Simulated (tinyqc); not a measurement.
Hydrostatic strain: sp3s* tight binding with spin-orbit coupling, strained.

sp3s* tight binding, nearest neighbours only: anion (a) at 0, cation (c) at a/4 (1,1,1), orbitals s, px, py, pz, s* on each; k in units of 2 pi/a. With phases e_j = exp(i (pi/2) k.n_j) for n = (1,1,1), (1,-1,-1), (-1,1,-1), (-1,-1,1): g0 = (e1+e2+e3+e4)/4, g1 = (e1+e2-e3-e4)/4, g2 = (e1-e2+e3-e4)/4, g3 = (e1-e2-e3+e4)/4. The diagonal holds the levels Esa, Epa, Exa (s*) and Esc, Epc, Exc. Anion-cation block: <sa|sc> = Vss g0; <sa|xc> = Vsapc g1; <xa|sc> = -Vscpa g1; <xa|xc> = Vxx g0; <xa|yc> = <ya|xc> = Vxy g3, <xa|zc> = <za|xc> = Vxy g2, <ya|zc> = <za|yc> = Vxy g1; <s*a|xc> = Vxapc g1; <xa|s*c> = -Vpaxc g1; y and z take g2 and g3 in place of g1; s-s* and s*-s* vanish.

Spin-orbit coupling acts within the p shell of each atom as (D/3) L.sigma, D = Da or Dc: it puts four states at Ep + D/3 and two at Ep - 2D/3.

Strain e moves each bond vector to d = (1 + e) d0 (no internal displacement for the diagonal strains used here) and k is given in fractions of the strained reciprocal cell, so the phases stay. Two-centre values Vss_sigma = Vss/4, Vsp_sigma = sqrt3 V/4 for each s-p and s*-p pair, Vpp_sigma = (Vxx + 2 Vxy)/4, Vpp_pi = (Vxx - Vxy)/4 are scaled by (d0/d)^eta and combined with the new direction cosines; the levels on the diagonal stay.

Values chosen for the exercise (near a published set for Si, fitted to gaps, whose masses and valley positions are rough; spin-orbit coupling, where it is added without a refit, lifts the valence top and shrinks all gaps by about a third of the splitting; shifted at random, so the results belong to these values and not to a real crystal):
```
symbol  value   unit  meaning
Esa     -4.21   eV    s level of the anion
Epa     1.712   eV    p level of the anion
Esc     -4.21   eV    s level of the cation
Epc     1.712   eV    p level of the cation
Exa     6.69    eV    s* level of the anion
Exc     6.69    eV    s* level of the cation
Vss     -8.312  eV    s-s
Vxx     1.718   eV    px-px
Vxy     4.587   eV    px-py
Vsapc   5.722   eV    s anion, p cation
Vscpa   5.722   eV    s cation, p anion
Vxapc   5.383   eV    s* anion, p cation
Vpaxc   5.383   eV    p anion, s* cation
Da      0.045   eV    atomic spin-orbit splitting, anion
Dc      0.045   eV    the same, cation
eta     2             scaling exponent
```

exx = eyy = ezz = e. Gaps as measured from the top of the valence band; the deformation potentials are (gap(0.01) - gap(-0.01))/0.06.

Gaps (eV):
```
e       Gamma   Delta       L  x of the minimum
-0.03  3.6068  1.1690  2.5252             0.721
-0.02  3.5327  1.1632  2.5157             0.725
-0.01  3.4608  1.1573  2.5062             0.728
0.00   3.3910  1.1511  2.4763             0.732
0.01   3.3233  1.1447  2.3735             0.736
0.02   3.2576  1.1382  2.2735             0.739
0.03   3.1938  1.1314  2.1762             0.743
```

gap deformation potentials (eV): Gamma -2.291, Delta -0.209, L -2.211

What does the comparison show, and why?

Per unit of volume strain the gaps move by -2.29 (Gamma), -0.21 (Delta) and -2.21 eV (L). The lowest valley stays the Delta line over the range. These potentials follow from the one exponent eta, which fitted models replace by one for each integral; with it the sizes are rough, the sign for Delta can be wrong (in Si, Ge and the III-V crystals measured values are small and positive), and the pressures at which valleys cross, and which valley takes over, are rough too. A gap of zero, where one is listed, marks an s level that has sunk below the valence top.

Run: tinyqc, `OMP_NUM_THREADS=1 python tinyqc.py 1450478 1450479 out.jsonl`; Intel(R) Xeon(R) Processor @ 2.30GHz, one thread, shared host; about 0.1 s of CPU time with all checks.
